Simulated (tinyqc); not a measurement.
What each parameter does: hydrogenic donor in a hard-walled well (variational).

Trial function cos(pi z/L) exp(-r/lam), r measured from the donor at zi, walls at +/- L/2, one eps everywhere. Counted from the lowest subband, E(lam) = c/(m lam^2) - (q/eps) I0/I1, with I0 the integral of cos^2(pi z/L) exp(-2|z - zi|/lam) over the well and I1 the same with the factor (|z - zi| + lam/2); c = hbar^2/2m0, q = e^2/(4 pi eps0). The binding energy is -E at the minimum.

Constants: hbar^2/2m0 = 3.80998211 eV angstrom^2; e^2/(4 pi eps0) = 14.39964547 eV angstrom; Ry = 13.60569312 eV.

Values chosen for the exercise (near those of Si, with one mean mass; the results hold for these values, not for the real material): m = 0.312 m0 (mass); eps = 11.8 (dielectric constant); L = 50 angstrom (well width); zi = 11 angstrom (position of the donor from the centre).

The minimum over lam; Ry* = Ry m/eps^2. Each row changes one parameter from the base and keeps the others.

Results:
```
case             binding (meV)  lam (angstrom)  binding/Ry*
base                     41.10            21.4        1.348
m = 0.265 m0             37.02            24.8        1.430
eps = 13                 35.05            23.4        1.396
L = 65 angstrom          40.74            21.0        1.336
zi = 6 angstrom          47.04            20.1        1.543
```

The largest shifts from the base row, up to three for each result and ties (the steps differ in size, so this ranks the rows, not the parameters). binding (meV): eps -6.05, zi +5.94, m -4.08. lam (angstrom): m +3.4, eps +2.0, zi -1.3. binding/Ry*: zi +0.195, m +0.082, eps +0.047.

Computed by tinyqc, a small Python program: `OMP_NUM_THREADS=1 python tinyqc.py 1251396 1251397 out.jsonl` (the numbers bound the seed that draws the inputs); one thread of a shared host (Intel(R) Xeon(R) Processor @ 2.30GHz), about 0.02 s for the whole set of steps.
